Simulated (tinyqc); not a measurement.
Beam energy: resolution against speed: sputter depth profiling of a dopant layer: erosion rate, quantification and the mixing-roughness response. Computed by tinyqc, a small Python program. Command: `OMP_NUM_THREADS=1 python tinyqc.py 3018701 3018702 out.jsonl sims walk`. One thread of a shared host (Intel(R) Xeon(R) Processor @ 2.30GHz), about 0.02 s of CPU time with the checks.

A rastered ion beam erodes silicon (49.94 atoms per nm^3). The measured profile is the true one convolved with a depth response.

Inputs (values chosen for the exercise, modelled on a dopant in silicon under an oxygen or caesium beam): beam energy E = 6.9 keV; beam current = 100 nA; raster side = 250 um; sputter yield at 1 keV = 0.76; mixing length at 1 keV = 2 nm; roughness sigma = 0.88 nm; depth of the layer z0 = 54 nm; sheet density Q = 3.8e+13 1/cm^2; relative sensitivity factor RSF = 9.6e+20 1/cm^3; matrix count rate = 390000 1/s; background count rate = 1.1 1/s; counting time per point = 0.5 s; level that defines the junction C_B = 2e+17 1/cm^3.

True profile: delta layer.

Constants: e = 1.602176634e-19 C.

Method:
- Scaling chosen for the exercise: yield Y = Y1 E^0.5, mixing length w = w1 E^0.5 (E in keV).
- Erosion rate = Y I/(e x raster^2 x density); depth step = rate x counting time; concentration = RSF x counts/matrix counts; detection limit = RSF x 3 sqrt(background x time)/(matrix rate x time).
- Mixing alone turns a layer at z0 into (1/w) exp(-(z - z0 + w)/w) for z > z0 - w; roughness adds a Gaussian of width sigma. With x = z - z0 + w: g(x) = (1/(2w)) exp(sigma^2/(2 w^2) - x/w) erfc((sigma/w - x/sigma)/sqrt2), and its integral G(x) = (1/2) erfc(-x/(sigma sqrt2)) - w g(x). Measured: Q g(x), 1 nm = 1e-7 cm.
- Width = full width at half maximum; the apparent junction is the deep point where the profile falls to C_B; time to profile to twice z0 = 2 z0/erosion rate, at fixed current.

erosion rate = 0.399208 nm/s

Measured values:
```
E (keV)  w (nm)  peak (1/cm^3)  width (nm)  apparent junction (nm)  time (min)
0.15     0.7746     1.4011e+20      2.4721                  59.771      30.581
0.25     1.0000     1.2968e+20      2.6263                  60.937      23.688
0.50     1.4142     1.1351e+20      2.9135                  63.046      16.750
1.00     2.0000     9.6164e+19      3.3260                  65.907      11.844
2.00     2.8284     7.8957e+19      3.9203                  69.721       8.375
4.00     4.0000     6.3019e+19      4.7704                  74.750       5.922
8.00     5.6569     4.9073e+19      5.9729                  81.316       4.187
```

What does the comparison show, and why?

From the highest to the lowest energy the width goes from 5.97 to 2.47 nm, towards the floor set by roughness, 2.355 sigma = 2.07 nm, and the junction error from 27.3 to 5.77 nm, at 7.3 times the time. Extrapolating the tail slope to zero energy separates mixing from real diffusion. Caution: the surface transient, segregation under the beam and the growth of roughness with depth are left out, and real yields fall faster near the sputter threshold.

Extremes, crossings and ranges named in words are read from the listed rows.
